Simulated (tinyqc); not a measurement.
## Gated two-dimensional channel with two bands, quantum capacitance: effect of the insulator thickness

phi is the Fermi level above the lowest band edge, in volts; Vg is counted from the gate voltage at which an empty channel would have phi = 0. The channel has no thickness; trap charge is -q Dit phi.

D1 = gv md m0 q/(pi hbar^2), D2 = g2 m2 m0 q/(pi hbar^2) per eV; n1 = D1 Vt ln(1 + exp(phi/Vt)), n2 = D2 Vt ln(1 + exp((phi - E2)/Vt)), n = n1 + n2; Cq = q dn/dphi = q [D1/(1 + exp(-phi/Vt)) + D2/(1 + exp((E2 - phi)/Vt))]. Cox = eps0 eox/tox; Vg = phi + q (n + Dit phi)/Cox. 1/C_G = 1/Cox + 1/(Cq + q Dit); dphi/dVg = Cox/(Cox + Cq + q Dit).

Inputs (values chosen for the exercise); lowest band close to that of a thin InAs body: temperature T = 400 K; relative permittivity of the gate insulator (close to silicon dioxide) eox = 3.9; in-plane mass md = 0.0337 m0; valley degeneracy gv = 1; in-plane mass of a second band, chosen freely m2 = 0.076 m0; valley degeneracy of that band, chosen freely g2 = 1; second band edge above the first E2 = 0.35 eV; density of traps Dit = 0 cm^-2 eV^-1; gate voltage Vg = 0.42 V.

Constants: q = 1.602176634e-19 C, kB = 1.380649e-23 J/K, hbar = 1.054571817e-34 J s, m0 = 9.1093837015e-31 kg, Vt = kB T/q, eps0 = 8.8541878128e-14 F/cm where lengths are in cm. Results are converted to the units shown.

Results:
```
tox (nm)    phi (V)  n (cm^-2)  Cq (uF/cm^2)  Cox (uF/cm^2)  C_G (uF/cm^2)  dphi/dVg  share of the second band (%)
0.5          0.3112   4.689e12         3.502          6.906          2.324    0.6635                         6.561
0.9          0.2623   3.776e12         2.625          3.837          1.559    0.5938                         2.192
2.9          0.1447   2.046e12         2.235          1.191         0.7769    0.3476                        0.1381
5.2         0.09380   1.352e12         2.119         0.6641         0.5056    0.2386                       0.04787
9.3         0.05370   8.489e11         1.864         0.3713         0.3096    0.1661                       0.02383
17          0.02095   5.059e11         1.461         0.2031         0.1783    0.1221                       0.01546
30        -0.004606   3.050e11         1.053         0.1151         0.1038   0.09857                       0.01222
```

Estimate the missing row, tox = 1.6 nm.

Computed row:
```
tox (nm)  phi (V)  n (cm^-2)  Cq (uF/cm^2)  Cox (uF/cm^2)  C_G (uF/cm^2)  dphi/dVg  share of the second band (%)
1.6        0.2047   2.900e12         2.324          2.158          1.119    0.4815                        0.5539
```

With this row back in the table: As tox goes from 0.5 to 30, Cq falls from 3.50 to 1.05 uF/cm^2, C_G/Cox rises from 0.336 to 0.901 and n falls from 4.69e12 to 3.05e11 cm^-2. Cq is below Cox for tox = 0.5, 0.9; there the density of states limits the response dn/dVg more than the insulator does. With the insulator thinned by a factor of 60.0, the charge grows only by 15.4 while Cox grows by 60.0. For tox = 0.5 phi exceeds 0.3 V, where non-parabolicity and further bands matter for so light a mass.

Computed by the program tinyqc: `OMP_NUM_THREADS=1 python tinyqc.py 2200137 2200138 out.jsonl`, one thread of a shared Intel Xeon 2.30GHz, about 0.01 s for the whole run.
